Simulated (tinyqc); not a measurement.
Armchair graphene nanoribbon in tight binding: one step. Levels at k. Two cases, with inputs chosen for the exercise.

Task: Diagonalise H.

Give: levels.

Case 1.

H(k) (eV), lower triangle (Hermitian):
```
                     A1                   A2                   A3  B1  B2
A1                    0
A2                    0                    0
A3                    0                    0                    0
B1  -2.098680+1.865585i  -2.430265-0.924019i                    0   0
B2  -2.430265-0.924019i  -1.943222+1.727393i  -2.430265-0.924019i   0   0
B3                    0  -2.430265-0.924019i  -2.098680+1.865585i   0   0

    B3
B3   0
```

Result:

levels (eV): -5.4846  -3.4064  -2.8080  2.8080  3.4064  5.4846

Case 2.

H(k) (eV), lower triangle (Hermitian):
```
                     A1                   A2                   A3  B1  B2
A1                    0
A2                    0                    0
A3                    0                    0                    0
B1  -1.794117+2.599353i  -2.496971-1.310548i                    0   0
B2  -2.496971-1.310548i  -1.601890+2.320851i  -2.496971-1.310548i   0   0
B3                    0  -2.496971-1.310548i  -1.794117+2.599353i   0   0

    B3
B3   0
```

Result:

levels (eV): -5.3100  -4.6412  -3.1584  3.1584  4.6412  5.3100

The levels come in pairs +E, -E because only A-B bonds occur.

Computed by tinyqc, one run a case: `OMP_NUM_THREADS=1 python tinyqc.py N N+1 out.jsonl` with N = 1452672, 1452783; one thread of a shared Intel(R) Xeon(R) Processor @ 2.30GHz, about 0.02 s a run at most.
